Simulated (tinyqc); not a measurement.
From results back to parameters: tunnelling through a thin dielectric with one trap, as a tight-binding chain. Three cases, with inputs chosen for the exercise.

Problem. A resonance has full width Gamma_L + Gamma_R and peak height 4 Gamma_L Gamma_R/(Gamma_L + Gamma_R)^2. The values come from hidden widths.

Case 1.

full width = 61.0488 meV
peak height = 0.152013

Case 2.

full width = 155.379 meV
peak height = 0.257153

Case 3.

full width = 146.496 meV
peak height = 0.236275

Find: larger and smaller width.

Solution. The widths are (W/2)(1 +/- sqrt(1 - peak)); which belongs to which lead the line shape cannot tell.

Case 1.

larger and smaller width (meV): 58.6  2.42

Case 2.

larger and smaller width (meV): 145  10.7

Case 3.

larger and smaller width (meV): 137  9.24

Computed by tinyqc, one run a case: `OMP_NUM_THREADS=1 python tinyqc.py N N+1 out.jsonl` with N = 1450473, 1450512, 1450514; one thread of a shared Intel(R) Xeon(R) Processor @ 2.30GHz, about 0.07 s a run at most.
